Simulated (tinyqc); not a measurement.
From results back to parameters: Shockley-Read-Hall recombination through one deep level. Four cases, with inputs chosen for the exercise.

Problem. Deep-level transient spectroscopy: the emission rate is en = gam sigma T^2 exp(-dE/kB T), dE = Ec - Et. Two rates were computed from hidden dE and sigma.

Constants: kB = 8.617333262e-05 eV/K.

Find: ln(en/T^2) at T1 and T2; dE; sigma.

Method. ln(en/T^2) against 1/T is a line of slope -dE/kB and intercept ln(gam sigma); plotting ln en alone would overstate dE by about 2 kB T.

Case 1.

Values chosen (out of a larger set: gap and densities of states near those of GaAs at this temperature; not measured data):
- gam = 6.4e+19 1/(cm^2 s K^2) (vth Nc/T^2, which does not depend on T)
- T1 = 212 K
- T2 = 235 K

en(T1) = 0.400397 1/s
en(T2) = 5.16850 1/s

Solution.

ln(en/T^2) at T1 and T2: -11.6285  -9.2766

dE = 0.439 eV
sigma = 3.8e-15 cm^2

Case 2.

Values chosen (out of a larger set: gap and densities of states near those of Si at this temperature; not measured data):
- gam = 4.1e+21 1/(cm^2 s K^2) (vth Nc/T^2, which does not depend on T)
- T1 = 289 K
- T2 = 345 K

en(T1) = 60.0271 1/s
en(T2) = 4216.04 1/s

Solution.

ln(en/T^2) at T1 and T2: -7.2381  -3.3404

dE = 0.598 eV
sigma = 4.7e-15 cm^2

Case 3.

Values chosen (out of a larger set: gap and densities of states near those of GaN at this temperature; not measured data):
- gam = 6.3e+20 1/(cm^2 s K^2) (vth Nc/T^2, which does not depend on T)
- T1 = 148 K
- T2 = 168 K

en(T1) = 0.334641 1/s
en(T2) = 7.57205 1/s

Solution.

ln(en/T^2) at T1 and T2: -11.0891  -8.2235

dE = 0.307 eV
sigma = 6.9e-16 cm^2

Case 4.

Values chosen (out of a larger set: gap and densities of states near those of InP at this temperature; not measured data):
- gam = 1.2e+20 1/(cm^2 s K^2) (vth Nc/T^2, which does not depend on T)
- T1 = 252 K
- T2 = 285 K

en(T1) = 0.664742 1/s
en(T2) = 13.7509 1/s

Solution.

ln(en/T^2) at T1 and T2: -11.4672  -8.6839

dE = 0.522 eV
sigma = 2.4e-15 cm^2

Computed by tinyqc, one run a case: `OMP_NUM_THREADS=1 python tinyqc.py N N+1 out.jsonl` with N = 1650837, 1650839, 1650851, 1650992; one thread of a shared Intel(R) Xeon(R) Processor @ 2.30GHz, about 0.01 s a run at most.
